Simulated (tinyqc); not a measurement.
Solute against host over temperature: five-frequency model of solute diffusion by vacancies in an fcc metal. Computed by tinyqc, a small Python program. Command: `OMP_NUM_THREADS=1 python tinyqc.py 3002002 3002003 out.jsonl fivefreq walk`. One thread of a shared host (Intel(R) Xeon(R) Processor @ 2.30GHz), about 0.07 s of CPU time with the checks.

A vacancy next to the solute exchanges with it (w2), jumps to one of 4 sites that also neighbour the solute (w1) or to one of 7 that do not (w3); w4 is the reverse of w3 and w0 the host jump.

Inputs (values chosen for the exercise, for a model solute in a host close to gold):
```
quantity                                      value      unit
barrier E0 (host jump)                        0.732        eV
barrier E1 (vacancy circles the solute)       0.835        eV
barrier E2 (exchange)                         0.847        eV
barrier E3 (dissociation)                     0.803        eV
binding energy E_b (positive for attraction)   0.22        eV
vacancy formation energy E_f                  0.945        eV
formation entropy S_f                           2.7       k_B
attempt frequency nu                            5.2       THz
lattice constant a                             4.08  angstrom
temperature T                                   623         K
```

Constants: k_B = 8.617333262e-05 eV/K.

Method:
- w_i = nu exp(-E_i/(k_B T)); detailed balance gives E4 = E3 - E_b.
- Manning: with y = w4/w0, 7F = 7 - (10 y^4 + 180.5 y^3 + 927 y^2 + 1341 y)/(2 y^4 + 40.2 y^3 + 254 y^2 + 597 y + 436); f2 = (2 w1 + 7F w3)/(2 w2 + 2 w1 + 7F w3).
- c_v = exp(S_f - E_f/(k_B T)); host D0 = a^2 c_v w0 x 0.7815; solute D2 = a^2 c_v exp(E_b/(k_B T)) w2 f2; 1 angstrom^2 = 1e-16 cm^2.

Diffusion:
```
T (K)       f2  D0 (cm^2/s)  D2 (cm^2/s)   D2/D0
405    0.83820   1.3628e-22   2.9611e-21  21.728
467    0.82399   8.0347e-20   1.1511e-18  14.326
530    0.81416   1.1382e-17   1.1816e-16  10.381
623    0.80513   2.7334e-15   1.9909e-14   7.283
716    0.79994   1.5805e-13   8.8713e-13   5.613
810    0.79682   3.7037e-12   1.6997e-11   4.589
903    0.79488   4.3980e-11   1.7245e-10   3.921
```

What follows from these numbers?

The apparent activation energy of D2 is 1.568 eV between the coldest rows and 1.570 eV between the hottest; without correlation it would be E_f - E_b + E2 = 1.572 eV, and the host has 1.677 eV. f2 is not small, so the exchange barrier governs.
